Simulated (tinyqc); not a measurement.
From results back to parameters: standing waves and exposure in a photoresist film. Three cases, with inputs chosen for the exercise.

Problem. Bleaching of a resist on an index-matched plate: T(0) = T12 exp(-(A + B) d), T(end) = T12 exp(-B d), T12 = 1 - ((n1 - 1)/(n1 + 1))^2, and the first slope dT/dD = T(0) C A T12 (1 - exp(-(A + B) d))/(A + B). Here d = dT and D is the dose; A, B and C are hidden.

Case 1.

Values chosen (out of a larger set: a resist on Al, indices near tabulated ones; not measured data): n1 = 1.699 (resist index); dT = 0.135 micrometre (resist thickness on an index-matched plate).

T(0) = 0.797695
T(end) = 0.812915
dT/dD = 0.00020831 cm^2/mJ

Case 2.

Values chosen (out of a larger set: a resist on Si, indices near tabulated ones; not measured data): n1 = 1.747 (resist index); dT = 0.536 micrometre (resist thickness on an index-matched plate).

T(0) = 0.491986
T(end) = 0.516301
dT/dD = 0.00039091 cm^2/mJ

Case 3.

Values chosen (out of a larger set: a resist on W, indices near tabulated ones; not measured data): n1 = 1.75 (resist index); dT = 0.583 micrometre (resist thickness on an index-matched plate).

T(0) = 0.531984
T(end) = 0.554143
dT/dD = 0.00060177 cm^2/mJ

Find: A; B; C.

Solution. A = ln(T(end)/T(0))/d, B = ln(T12/T(end))/d, and the slope then gives C.

Case 1.

A = 0.14 1/micrometre
B = 1.02 1/micrometre
C = 0.016 cm^2/mJ

Case 2.

A = 0.09 1/micrometre
B = 1.09 1/micrometre
C = 0.024 cm^2/mJ

Case 3.

A = 0.07 1/micrometre
B = 0.88 1/micrometre
C = 0.039 cm^2/mJ

Computed by tinyqc, one run a case: `OMP_NUM_THREADS=1 python tinyqc.py N N+1 out.jsonl` with N = 1681596, 1681699, 1681707; one thread of a shared Intel(R) Xeon(R) Processor @ 2.30GHz, about 0.01 s a run at most.
